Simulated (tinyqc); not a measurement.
Heated strip on a layer stack, thermal resistances with spreading: effect of the thickness of layer 1.

A long strip of width ws dissipates Pw per length on three layers over a heat sink. Heat is taken to spread at 45 degrees, so the width of the flow grows by twice the depth: w1 = ws + 2 t1, w2 = w1 + 2 t2, w3 = w2 + 2 t3 at the bottoms of the layers. This is a rule of thumb, not a solution of the heat equation.

Resistances times length: layer i, ln(w_i/w_(i-1))/(2 k_i) with w0 = ws; boundary, Rb/w1. From the sink upward: Ta = T0 + Pw R3; across layer 2 the Kirchhoff transform gives Tb^(1-p) = Ta^(1-p) + (1 - p)(300 K)^(-p) Pw R2; Tc = Tb + Pw Rboundary; Tj = Tc + Pw R1. The share is that of R1 + Rboundary in the sum of the four resistances.

Parameters, values chosen for the exercise; conductivities close to those of germanium (layer 1), silicon (layer 2) and solder (layer 3): heat-sink temperature T0 = 323 K; width of the heated strip ws = 9.4 um; power per length of the strip Pw = 1.4 W/mm; conductivity of layer 1 k1 = 60.9 W/(m K); boundary resistance between layers 1 and 2 Rb = 26 m^2 K/GW; thickness of layer 2 t2 = 50 um; conductivity of layer 2 at 300 K k2 = 159 W/(m K); exponent in k2(T) = k2 (300 K/T)^p p = 1.3; thickness of layer 3 t3 = 30 um; conductivity of layer 3 k3 = 55.7 W/(m K).

Result of one run:
```
t1 (um)  sum of resistances (K mm/W)  share of layer 1 and boundary (%)  Tj - T0 (K)  (Tj - T0)/Pw (K mm/W)
5.3                           16.773                             44.708       24.614                 17.581
```

What becomes of these results when the thickness of layer 1 t1 is changed from 5.3 to 0.29 um, all else the same?

Result of the changed run:
```
t1 (um)  sum of resistances (K mm/W)  share of layer 1 and boundary (%)  Tj - T0 (K)  (Tj - T0)/Pw (K mm/W)
0.29                          14.551                             21.282       21.979                 15.699
```

The whole series:
```
t1 (um)  sum of resistances (K mm/W)  share of layer 1 and boundary (%)  Tj - T0 (K)  (Tj - T0)/Pw (K mm/W)
0.16                          14.487                             20.361       21.909                 15.649
0.29                          14.551                             21.282       21.979                 15.699
0.52                          14.665                             22.857       22.104                 15.789
0.93                          14.866                             25.503       22.332                 15.951
1.7                           15.238                             29.965       22.761                 16.258
3                             15.833                             36.262       23.467                 16.762
5.3                           16.773                             44.708       24.614                 17.581
9.6                           18.209                             55.162       26.412                 18.866
```

As t1 goes from 0.16 to 9.6 um, Tj - T0 rises from 21.9 to 26.4 K, on average as t1^(0.05), and the share of layer 1 and the boundary rises from 20.4 to 55.2 %. At t1 = 0.16 um a length is under 0.2 um, where phonon mean free paths in a crystal make Fourier conduction rough.

Numbers from tinyqc (`OMP_NUM_THREADS=1 python tinyqc.py 2520033 2520034 out.jsonl`; about 0.01 s on one thread of a shared Intel Xeon 2.30GHz).
